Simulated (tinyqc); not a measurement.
# Loss and coupling from a measured resonance

Problem. An all-pass ring of radius Rr has F = FSR/FWHM = pi sqrt(a t)/(1 - a t) and Tmin = (a - t)^2/(1 - a t)^2; it is known to be undercoupled (t > a). a = 10^(-al L/20), L = 2 pi Rr, k2 = 1 - t^2, FSR = lam^2/(ng L). Find ng, al and k2.

Parameters, values chosen for the exercise: cold resonance wavelength lam = 1550 nm; ring radius Rr = 15 um.

FSR = 5.806678068 nm
FWHM = 5.953893502 pm
Tmin (linear) = 0.1206807844

Solution. The finesse gives the product a t, Tmin the difference |a - t|; the spectrum alone cannot tell which is which.

ng = 4.39
al = 2.00 dB/cm
k2 = 0.00210

tinyqc, about 0.01 s, one thread, Intel Xeon 2.30GHz (shared host): `OMP_NUM_THREADS=1 python tinyqc.py 2650017 2650018 out.jsonl`
